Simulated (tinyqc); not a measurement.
Shallow acceptor in the spherical four-band model, step by step. Values are carried at full precision from step to step, so a last printed digit may differ when a step is redone from the rounded ones.

Units Ry* = Ry/(g1 eps^2) and a* = a0 eps g1; mu = (6 g3 + 4 g2)/(5 g1) is the spherical heavy-light coupling and delta = (g3 - g2)/g1 the cubic term, which is left out.

Constants: Ry = 13.60569312 eV; a0 (Bohr radius) = 0.5291772105 angstrom.

Inputs chosen for the exercise (near those of a shallow acceptor in Si, where the small spin-orbit splitting and strong warping make this model rough; the results hold for these values, not for the real material):
- g1 = 4.23 (Luttinger gamma1)
- g2 = 0.34 (gamma2)
- g3 = 1.45 (gamma3)
- eps = 11.6 (dielectric constant)
- al = (0.178, 1.07, 6.4) 1/a*^2 (exponents a_i, the same for f and g)
- Dso = 0.042 eV (spin-orbit splitting)

## Units and couplings

Give Ry*, a*, mu, delta and the spherical masses 1/(g1 (1 -/+ mu)).

Ry* = 23.904 meV
a* = 25.97 angstrom
mu = 0.47565
delta = 0.2624

heavy and light mass (m0): 0.4509  0.1602

A hydrogen model with the heavy mass would bind by Ry*/(1 - mu) = 45.6 meV and with the light mass by 16.2 meV. delta/mu = 0.55: the cubic term is not small, so the spherical result is a first estimate.

## Matrices in a small basis

The ground state 1S3/2 has an L = 0 part f(r) and an L = 2 part g(r). In units of Ry* and a*, with Gaussians f_i = exp(-a_i r^2), g_i = r^2 exp(-a_i r^2), A = a_i + a_j and I(n) = Gamma((n + 1)/2)/(2 A^((n + 1)/2)): S_ff = I(2), S_gg = I(6), H_ff = (6 a_i a_j/A) I(2) - 2 I(1), H_gg = (14 a_i a_j/A) I(6) - 2 I(5), H_fg = -mu [15 I(2) - 20 a_j I(4) + 4 a_j^2 I(6)]; each function is then normalised. The split-off band is left out.

Form S and H.

S, lower triangle:
```
,f1,f2,f3,g1,g2,g3
f1,1.0000
f2,0.5849,1.0000
f3,0.1849,0.5865,1.0000
g1,0,0,0,1.0000
g2,0,0,0,0.2861,1.0000
g3,0,0,0,0.0195,0.2879,1.0000
```

H (Ry*), lower triangle:
```
,f1,f2,f3,g1,g2,g3
f1,-0.8125
f2,-0.9390,-0.0914
f3,-0.8779,-0.3915,11.1260
g1,-0.3279,-0.5639,-0.2295,0.5279
g2,-0.0938,-1.9711,-3.3942,0.2266,5.7293
g3,-0.0064,-0.5675,-11.7900,-0.0129,2.7478,40.4939
```

## Ground state in the small basis

Solve H u = E S u for the lowest level of the acceptor; the first half of the basis is L = 0 and the second L = 2. Give E, E without the f-g block, and the L = 2 weight u_g S_gg u_g with u S u = 1.

E = -1.232 Ry*
E without coupling = -0.989 Ry*
L = 2 weight = 0.090

Without the coupling the exact value is -1, which this basis, tuned to the compact coupled state, misses by 0.011. The coupling to L = 2 takes the level to 1.23 times that exact value.

## Converged result

Converged values use 22 exponents 2.2^i, i = -7 to 14, for f and for g.
Ground and next level of the same symmetry, L = 2 weight and mean radius.

1S3/2 and 2S3/2 (Ry*): -1.262  -0.345

binding energies (meV): 30.2  8.2

L = 2 weight = 0.099
<r> = 31.9 angstrom

The small basis reaches 98 % of the binding. The ratio 1S/2S is 3.66 (4 for hydrogen). The binding is 0.72 of Dso, so the split-off band, left out here, would deepen it noticeably.

## Checks

- Level at mu = 0 against -1 Ry*: both -1.0000.
- Ground level from a second, denser basis, Ry*: both -1.262.

(tinyqc, `OMP_NUM_THREADS=1 python tinyqc.py 1252744 1252745 out.jsonl`, Intel(R) Xeon(R) Processor @ 2.30GHz, 1 thread, shared host, about 0.05 s.)
